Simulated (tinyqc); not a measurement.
Resonant-tunnelling diode, transfer matrices and Tsu-Esaki current: one step of the calculation.

Emitter (band edge 0), barrier d1, well Lw, barrier d2, collector (edge -V). The bias drops linearly over these layers and none in the contacts; each layer is cut into ns equal slices, flat at the value of their centres. E is the energy of motion across the layers, C = hbar^2/(2 m0), psi and psi'/m are continuous. Transport is coherent, T(E) is taken as independent of the transverse momentum, and charge in the well is ignored.

Task. Breit-Wigner parameters from a parabola through 1/T(E). Near a resonance 1/T(E) = (1/Tp) [1 + (2 (E - Er)/G)^2]. With y = 1/T(E) at E0 - h, E0, E0 + h: a = (y1 + y3 - 2 y2)/(2 h^2), b = (y3 - y1)/(2 h), Er = E0 - b/(2 a), 1/Tp = y2 - b^2/(4 a), G = 2 sqrt(1/(Tp a)), tau = hbar/G.

Constants: q = 1.602176634e-19 C, hbar = 1.054571817e-34 J s. Results are converted to the units shown.

three energies (eV): [0.13452, 0.15052, 0.16652]
T(E) at these energies: [0.40602105, 0.99131305, 0.46147047]

Find: Er; Tp; G; tau.

Result.

Er = 0.1514 eV
Tp = 0.9954
G = 28.06 meV
tau = 23.45 fs

The true maximum of T(E) lies at 0.15055 eV with height 0.9913 and full width 28.32 meV; the fitted G is 0.92 % below that width.

Numbers from tinyqc (`OMP_NUM_THREADS=1 python tinyqc.py 2600103 2600104 out.jsonl`; about 0.07 s on one thread of a shared Intel Xeon 2.30GHz).
